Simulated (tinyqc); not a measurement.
Fermi-Dirac statistics of conduction electrons: one step. Mean energy, Einstein relation and screening. Four cases, with inputs chosen for the exercise.

Task: Mean kinetic energy <E> = (3/2) kT F_3/2/F_1/2; D/mu = (kT/e) F_1/2/F_-1/2; dn/dEF = (Nc/kT) F_-1/2; screening length L = (4 pi (e^2/(4 pi eps0)) (dn/dEF)/eps)^(-1/2), with dn/dEF in 1/(angstrom^3 eV) (1/cm^3 = 1e-24/angstrom^3).

F_j(eta) = (1/Gamma(j + 1)) integral_0^infinity x^j dx/(1 + exp(x - eta)), which tends to exp(eta) for eta << 0.

Constants: e^2/(4 pi eps0) = 14.39964547 eV angstrom.

Case 1.

Values chosen (out of a larger set: near those of GaN, lowest valleys alone; not measured data): eps = 9.32 (static dielectric constant).

eta = -1.7003636
kT = 0.02585200 eV
Nc = 2.210904e+18 1/cm^3

Case 2.

Values chosen (out of a larger set: near those of GaN, lowest valleys alone; not measured data): eps = 9.41 (static dielectric constant).

eta = -2.8683788
kT = 0.03446933 eV
Nc = 3.771238e+18 1/cm^3

Case 3.

Values chosen (out of a larger set: near those of InAs, lowest valleys alone; not measured data): eps = 15 (static dielectric constant).

eta = 0.7313933
kT = 0.00663535 eV
Nc = 1.368000e+16 1/cm^3

Case 4.

Values chosen (out of a larger set: near those of Si, lowest valleys alone; not measured data): eps = 11.7 (static dielectric constant).

eta = -2.6019877
kT = 0.02412853 eV
Nc = 2.491066e+19 1/cm^3

Give: F_-1/2, F_1/2, F_3/2; <E>; D/mu; dn/dEF; L.

Result:

Case 1.

F_-1/2, F_1/2, F_3/2: 0.1621  0.1719  0.1771

<E> = 39.95 meV
D/mu = 27.42 mV
dn/dEF = 1.386e+19 1/(cm^3 eV)
L = 60.96 angstrom

EF lies within 2 kT of the edge. D/mu is 1.060 times kT/e and <E> is 1.030 times (3/2) kT; the Debye formula, with n/kT in place of dn/dEF, would give L = 59.19 angstrom.

Case 2.

F_-1/2, F_1/2, F_3/2: 0.05461  0.05568  0.05623

<E> = 52.21 meV
D/mu = 35.15 mV
dn/dEF = 5.975e+18 1/(cm^3 eV)
L = 93.29 angstrom

The gas is nearly non-degenerate. D/mu is 1.020 times kT/e and <E> is 1.010 times (3/2) kT; the Debye formula, with n/kT in place of dn/dEF, would give L = 92.39 angstrom.

Case 3.

F_-1/2, F_1/2, F_3/2: 0.9081  1.316  1.615

<E> = 12.21 meV
D/mu = 9.61 mV
dn/dEF = 1.872e+18 1/(cm^3 eV)
L = 210.4 angstrom

EF lies within 2 kT of the edge. D/mu is 1.449 times kT/e and <E> is 1.227 times (3/2) kT; the Debye formula, with n/kT in place of dn/dEF, would give L = 174.8 angstrom.

Case 4.

F_-1/2, F_1/2, F_3/2: 0.07046  0.07226  0.07318

<E> = 36.65 meV
D/mu = 24.74 mV
dn/dEF = 7.275e+19 1/(cm^3 eV)
L = 29.81 angstrom

The gas is nearly non-degenerate. D/mu is 1.025 times kT/e and <E> is 1.013 times (3/2) kT; the Debye formula, with n/kT in place of dn/dEF, would give L = 29.44 angstrom.

Computed by tinyqc, one run a case: `OMP_NUM_THREADS=1 python tinyqc.py N N+1 out.jsonl` with N = 1681361, 1681394, 1681422, 1682135; one thread of a shared Intel(R) Xeon(R) Processor @ 2.30GHz, about 0.01 s a run at most.
